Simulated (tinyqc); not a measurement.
MOS inversion layer, Poisson-Schroedinger loop: effect of the sheet density of depletion charge.

Electrons confined at an insulator interface at z = 0, treated as a hard wall; parabolic valleys, Hartree approximation, no image or exchange terms. The depletion charge lies far deeper than the electrons and gives a uniform field q Nd/(eps0 eps_r); the gate balances all charge. Energies are counted from the band edge at the interface.

Schroedinger equation -(C/mz) psi'' + (V0 + U) psi = E psi, C = hbar^2/(2 m0), psi(0) = 0, on a uniform mesh of 800 nodes with a far wall at 21 nm, 8 levels a set; V0 = q Nd z/(eps0 eps_r); dU/dz = q (Ns - integral of n from 0 to z)/(eps0 eps_r), U(0) = 0; N_k = g md m0 q Vt/(pi hbar^2) ln(1 + exp((EF - E_k)/Vt)), g the number of valleys of the set, sum N_k = Ns. Triangular well: E_k = a_k (C F^2/mz)^(1/3), a_1 = 2.338107, a_2 = 4.087949, C = hbar^2/(2 m0), F in eV/nm. Fang-Howard (all electrons in the lowest level of set A): b^3 = 6 (mz1/C) q (Nd + 11 Ns/32)/(eps0 eps_r), centroid 3/b, level C b^2/(4 mz1) + (3/b) q (Nd + 11 Ns/16)/(eps0 eps_r). The centroid adds 3.9 z_av/eps_r to an oxide-equivalent thickness. Shares under 0.0001 % are printed as 0.

Inputs (values chosen for the exercise); masses and permittivity close to those of gallium nitride: temperature T = 300 K; relative permittivity eps_r = 9.47; mass along z of valley set A (1 valley(s)) mz1 = 0.203 m0; in-plane density-of-states mass of set A md1 = 0.198 m0; sheet density of electrons Ns = 1.2e13 cm^-2.

Constants: q = 1.602176634e-19 C, kB = 1.380649e-23 J/K, hbar = 1.054571817e-34 J s, m0 = 9.1093837015e-31 kg, Vt = kB T/q, eps0 = 8.8541878128e-14 F/cm where lengths are in cm, hbar^2/(2 m0) = 0.0380998212 eV nm^2. Results are converted to the units shown.

Result of one run:

| A1 (meV) | A2 (meV) | EF (meV) | share of A1 (%) | share of A2 (%) | centroid z_av (nm) | added oxide equivalent (nm) | Fang-Howard centroid (nm) |
|---|---|---|---|---|---|---|---|
| 441 | 578 | 569 | 88.0 | 9.59 | 2.43 | 1.00 | 2.15 |

Which sheet density of depletion charge Nd gave this result: 3.1e11, 5.3e11, 1.6e12 or 5e12 cm^-2?

Nd = 3.1e11 cm^-2.

The whole series:

| Nd (cm^-2) | A1 (meV) | A2 (meV) | EF (meV) | share of A1 (%) | share of A2 (%) | centroid z_av (nm) | added oxide equivalent (nm) | Fang-Howard centroid (nm) |
|---|---|---|---|---|---|---|---|---|
| 1e11 | 436 | 569 | 562 | 86.7 | 9.91 | 2.58 | 1.06 | 2.19 |
| 1.7e11 | 438 | 572 | 564 | 87.1 | 9.82 | 2.53 | 1.04 | 2.18 |
| 3.1e11 | 441 | 578 | 569 | 88.0 | 9.59 | 2.43 | 1.00 | 2.15 |
| 5.3e11 | 447 | 587 | 576 | 89.4 | 9.06 | 2.30 | 0.948 | 2.12 |
| 9.4e11 | 457 | 606 | 590 | 91.6 | 7.69 | 2.14 | 0.880 | 2.06 |
| 1.6e12 | 474 | 639 | 611 | 94.6 | 5.23 | 1.96 | 0.809 | 1.98 |
| 2.9e12 | 507 | 707 | 650 | 98.2 | 1.84 | 1.76 | 0.726 | 1.85 |
| 5e12 | 562 | 818 | 706 | 99.8 | 0.238 | 1.59 | 0.654 | 1.69 |

As Nd goes from 1e11 to 5e12, A1 rises from 436 to 562 meV, the share of A1 rises from 86.7 to 99.8 % and the centroid falls from 2.58 to 1.59 nm. A1 goes as Nd^(0.19) between the last two rows (a triangular well in the field of that charge alone gives 2/3). The Fang-Howard centroid is 15 % below the full one in the first row, where A1 holds 86.7 %, and 6.5 % above it in the last, where A1 holds 99.8 %.

tinyqc, about 0.5 s, one thread, Intel Xeon 2.30GHz (shared host): `OMP_NUM_THREADS=1 python tinyqc.py 2160079 2160080 out.jsonl`
